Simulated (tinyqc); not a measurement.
Worked calculation: free-carrier optics of a doped semiconductor (Drude model with one polar phonon). Values are carried at full precision from step to step, so a last printed digit may differ when a step is redone from the rounded ones.

eps(E) = ei [1 - Ep^2/(E^2 + i E Gam)] + (es - ei) wT^2/(wT^2 - E^2 - i E gT), with Ep^2 = 8 pi c (e^2/(4 pi eps0)) N/(m ei), c = hbar^2/2m0, N in 1/angstrom^3 (1e-24 per 1/cm^3); Gam = hbar/tau, tau = mu m m0/e with m0/e = 5.685630e-12 kg/C and mu in m^2/(V s). Energies in meV.

Constants: hbar^2/2m0 = 3.80998211 eV angstrom^2; e^2/(4 pi eps0) = 14.39964547 eV angstrom; hbar = 6.58211957e-16 eV s; hbar c = 1973.269805 eV angstrom.

Inputs chosen for the exercise (mass and dielectric values near those of GaN; N and mu are free inputs; interband absorption and the rise of the mass with filling are left out; not measured data):
- N = 2.6e+19 1/cm^3 (carrier density)
- m = 0.208 m0 (conductivity mass)
- mu = 140 cm^2/(V s) (mobility)
- ei = 5.45 (high-frequency dielectric constant)
- wT = 70.6 meV (TO phonon)
- es = 9.55 (static dielectric constant)
- gT = 0.2 meV (phonon damping)
- E = 184 meV (photon energy)

## Plasma energy and damping

Evaluate Ep, tau, Gam, the plasma wavelength hc/Ep (hc = 1239.841984 eV nm) and the dc resistivity 1/(e N mu), e = 1.602176634e-19 C.

Ep = 177.83 meV
tau = 16.56 fs
Gam = 39.76 meV
plasma wavelength = 6.97 micrometre
rho = 0.00171 ohm cm

Ep/Gam = 4.47: the edge is smeared by scattering.

## Dielectric function at one energy

Insert the numbers.

free-carrier term = -4.8638+1.0509i
eps = -0.1216+1.0518i

## Optical constants

n + i k = sqrt(eps1 + i eps2) with k >= 0; R = ((n - 1)^2 + k^2)/((n + 1)^2 + k^2) at normal incidence from vacuum; alpha = 2 E k/(hbar c), times 1e8 for 1/cm; loss function Im(-1/eps) = eps2/(eps1^2 + eps2^2).

Convert eps at the photon energy E (in meV) into the optical constants.

n = 0.6845
k = 0.7682
R = 0.2012
alpha = 1.43e+04 1/cm

Light of this energy penetrates 1/alpha = 0.698 micrometre.

## Coupled plasmon-phonon modes

Without damping eps = 0 gives E^4 - (wL^2 + Ep^2) E^2 + Ep^2 wT^2 = 0 with wL = wT sqrt(es/ei) (Lyddane-Sachs-Teller).

wL = 93.46 meV

L-, L+ (meV): 66.19  189.68

L+ lies 11.84 meV above the larger of wL and Ep; L- lies below wT by 4.41 meV.

## Checks

- Integral of E eps2 of the free-carrier term against (pi/2) ei Ep^2 (meV^2): both 2.7074e+05.

Computed by tinyqc, a small Python program: `OMP_NUM_THREADS=1 python tinyqc.py 1680871 1680872 out.jsonl` (the numbers bound the seed that draws the inputs); one thread of a shared host (Intel(R) Xeon(R) Processor @ 2.30GHz), about 0.01 s for the whole set of steps.
